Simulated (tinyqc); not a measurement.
## Hole mobility in a silicon inversion layer, empirical terms and Matthiessen rule: effect of the temperature

Inversion layer of sheet density Ns on a uniformly doped body, under a high-permittivity gate with an interlayer. The mobility terms are empirical power laws with prefactors chosen for the exercise; adding their inverses (Matthiessen) is itself an approximation.

Nc and Nv are given at 325 K and scale as (T/325 K)^1.5; Eg is fixed. ni = sqrt(Nc Nv) exp(-Eg/(2 Vt)), Eg in volts; Ndep = sqrt(2 eps0 eps_r Nb (2 Vt ln(Nb/ni) + Vsb)/q); E = q (Ndep + eta Ns)/(eps0 eps_r), in MV/cm. With t = T/(300 K): muC = Ac (Ns/1e12 cm^-2) t/(Nb/1e17 cm^-3 + Nit/1e11 cm^-2), muP = Ap E^(-1/3) t^(-1.75), muS = As E^(-gs), muR = Ar exp(2 ti/lr)/t; 1/mu is the sum of the inverses.

Inputs (values chosen for the exercise); material values close to those of silicon: band gap Eg = 1.12 eV; relative permittivity of the semiconductor eps_r = 11.6; conduction-band density of states at the reference temperature Nc = 3.11e19 cm^-3; valence-band density of states at the reference temperature Nv = 2.99e19 cm^-3; body doping Nb = 6.1e17 cm^-3; reverse body bias Vsb = 0 V; weight of the inversion charge in the effective field eta = 0.3333; phonon-limited mobility at 1 MV/cm and 300 K Ap = 123 cm^2/(V s); roughness-limited mobility at 1 MV/cm As = 335 cm^2/(V s); exponent of the roughness term gs = 1.3; Coulomb prefactor Ac = 1700 cm^2/(V s); charge at the interface Nit = 1e11 cm^-2; remote-phonon mobility without interlayer Ar = 390 cm^2/(V s); interlayer thickness ti = 1.3 nm; decay length of remote phonons lr = 0.7 nm; inversion density Ns = 8.4e11 cm^-2.

Constants: q = 1.602176634e-19 C, kB = 1.380649e-23 J/K, Vt = kB T/q, eps0 = 8.8541878128e-14 F/cm where lengths are in cm. Results are converted to the units shown.

Result of one run:

| T (K) | E (MV/cm) | muC (cm^2/(V s)) | muP (cm^2/(V s)) | muS (cm^2/(V s)) | muR (cm^2/(V s)) | mu (cm^2/(V s)) |
|---|---|---|---|---|---|---|
| 250 | 0.47297 | 167.61 | 217.20 | 886.66 | 19202 | 85.104 |

What becomes of these results when the temperature T is changed from 250 to 450 K, all else the same?

Result of the changed run:

| T (K) | E (MV/cm) | muC (cm^2/(V s)) | muP (cm^2/(V s)) | muS (cm^2/(V s)) | muR (cm^2/(V s)) | mu (cm^2/(V s)) |
|---|---|---|---|---|---|---|
| 450 | 0.42865 | 301.69 | 80.238 | 1007.7 | 10668 | 59.299 |

The whole series:

| T (K) | E (MV/cm) | muC (cm^2/(V s)) | muP (cm^2/(V s)) | muS (cm^2/(V s)) | muR (cm^2/(V s)) | mu (cm^2/(V s)) |
|---|---|---|---|---|---|---|
| 120 | 0.49493 | 80.451 | 772.89 | 835.87 | 40004 | 66.911 |
| 160 | 0.48887 | 107.27 | 469.09 | 849.37 | 30003 | 78.958 |
| 200 | 0.48215 | 134.08 | 318.91 | 864.78 | 24002 | 84.806 |
| 250 | 0.47297 | 167.61 | 217.20 | 886.66 | 19202 | 85.104 |
| 300 | 0.46300 | 201.13 | 158.99 | 911.56 | 16001 | 80.508 |
| 350 | 0.45229 | 234.65 | 122.35 | 939.74 | 13715 | 73.682 |
| 400 | 0.44084 | 268.17 | 97.687 | 971.59 | 12001 | 66.320 |
| 450 | 0.42865 | 301.69 | 80.238 | 1007.7 | 10668 | 59.299 |

As T goes from 120 to 450 K, E falls from 0.495 to 0.429 MV/cm and mu goes from 66.9 through a maximum of 85.1 (at T = 250 K among the rows listed) to 59.3 cm^2/(V s). The smallest term is the Coulomb one in the first row and the phonon one in the last. Coulomb scattering weakens and phonon scattering grows with T, hence the maximum. For T = 120 to 160 K dopant freeze-out and degenerate screening, left out here, matter.

Computed by the program tinyqc: `OMP_NUM_THREADS=1 python tinyqc.py 2510167 2510168 out.jsonl`, one thread of a shared Intel Xeon 2.30GHz, about 0.01 s for the whole run.
